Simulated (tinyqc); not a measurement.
# Via and link resistance from two via chains

Inverse problem. A chain of 5000 vias joined by 5000 metal links has R = 5000 (Rv + Rlink), with Rlink proportional to the link length. Find Rv, Rlink for length L, and the value of Rv that the short chain would give if the links were ignored.

resistance of chains of 5000 links with link lengths L and 3 L (ohm): [70000, 90000]

Solution. R per link is a straight line in the link length; its intercept at zero length is Rv.

Rv = 12.0 ohm
Rlink = 2.00 ohm
Rv without correction = 14.0 ohm

Numbers from tinyqc (`OMP_NUM_THREADS=1 python tinyqc.py 2750072 2750073 out.jsonl`; about 0.01 s on one thread of a shared Intel Xeon 2.30GHz).
